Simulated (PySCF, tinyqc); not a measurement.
FCI on RHF in the sto-3g basis, frozen core, for BeH+, spin multiplicity 1, step by step. The lowest restricted solution is unstable here: a spin-polarised one lies 0.0220 hartree lower (PySCF). One step of it, computed by the program tinyqc.

Question. FCI: determinants and Hamiltonian. Slater-Condon rules over spin orbitals, with the nuclear repulsion and the energy of the frozen orbital added and E(HF) subtracted on the diagonal. Only determinants linked to the reference directly or through others are kept (one block of an abelian symmetry group), so some states are absent.

one-electron integrals dressed by the frozen orbital, h + 2 (pq|11) - (p1|1q) (hartree), order 2, 3, 4, 5, 6:
```
[[-1.048917, 0.060724, 0.000000, 0.000000, 0.006585],
 [0.060724, -0.837436, 0.000000, 0.000000, -0.053297],
 [0.000000, 0.000000, -0.754599, 0.000000, 0.000000],
 [0.000000, 0.000000, 0.000000, -0.754599, 0.000000],
 [0.006585, -0.053297, 0.000000, 0.000000, -0.716220]]
```

energy of the frozen orbital, 2 h_11 + (11|11) = -13.96776116 hartree

Two-electron integrals over orbitals (pq|rs), unique and non-zero (hartree); the lowest 1 orbital is frozen and left out:
```
(22|22) 0.429347    (32|22) -0.060724   (32|32) 0.079978    (33|22) 0.334155
(33|32) 0.023461    (33|33) 0.404289    (42|42) 0.047823    (43|42) 0.036493
(43|43) 0.045989    (44|22) 0.343570    (44|32) 0.052265    (44|33) 0.368487
(44|44) 0.449859    (52|52) 0.047823    (53|52) 0.036493    (53|53) 0.045989
(54|54) 0.024249    (55|22) 0.343570    (55|32) 0.052265    (55|33) 0.368487
(55|44) 0.401360    (55|55) 0.449859    (62|22) -0.006585   (62|32) 0.059162
(62|33) -0.007343   (62|44) 0.069635    (62|55) 0.069635    (62|62) 0.110852
(63|22) 0.056230    (63|32) -0.077913   (63|33) -0.038547   (63|44) -0.046308
(63|55) -0.046308   (63|62) -0.062558   (63|63) 0.095172    (64|42) 0.022491
(64|43) 0.004502    (64|64) 0.020988    (65|52) 0.022491    (65|53) 0.004502
(65|65) 0.020988    (66|22) 0.435277    (66|32) -0.062743   (66|33) 0.364202
(66|44) 0.348702    (66|55) 0.348702    (66|62) -0.025427   (66|63) 0.054369
(66|66) 0.466795
```

nuclear repulsion = 1.05624194 hartree

Hartree-Fock energy = -14.58000627 hartree

Give: determinants; H - E(HF) between determinants.

Answer.

Occupation strings over the orbitals (2 doubly, a alpha, b beta, 0 empty; spin orbitals ordered 1a 1b 2a 2b ...): 220000 2ab000 2a000b 2ba000 2b000a 202000 20a00b 200200 200020 20b00a 200002

H - E(HF) between determinants (hartree), order 220000, 2ab000, 2a000b, 2ba000, 2b000a, 202000, 20a00b, 200200, 200020, 20b00a, 200002:
```
[[0.000, 0.000, 0.000, 0.000, 0.000, 0.080, 0.059, 0.048, 0.048, -0.059, 0.111],
 [0.000, 0.116, 0.003, -0.080, -0.059, 0.084, -0.078, 0.036, 0.036, 0.001, -0.063],
 [0.000, 0.003, 0.339, -0.059, -0.111, -0.078, -0.002, 0.022, 0.022, 0.063, -0.019],
 [0.000, -0.080, -0.059, 0.116, 0.003, -0.084, 0.001, -0.036, -0.036, -0.078, 0.063],
 [0.000, -0.059, -0.111, 0.003, 0.339, 0.078, 0.063, -0.022, -0.022, -0.002, 0.019],
 [0.080, 0.084, -0.078, -0.084, 0.078, 0.398, -0.092, 0.046, 0.046, 0.092, 0.095],
 [0.059, -0.078, -0.002, 0.001, 0.063, -0.092, 0.479, 0.005, 0.005, -0.095, 0.001],
 [0.048, 0.036, 0.022, -0.036, -0.022, 0.046, 0.005, 0.609, 0.024, -0.005, 0.021],
 [0.048, 0.036, 0.022, -0.036, -0.022, 0.046, 0.005, 0.024, 0.609, -0.005, 0.021],
 [-0.059, 0.001, 0.063, -0.078, -0.002, 0.092, -0.095, -0.005, -0.005, 0.479, -0.001],
 [0.111, -0.063, -0.019, 0.063, 0.019, 0.095, 0.001, 0.021, 0.021, -0.001, 0.703]]
```
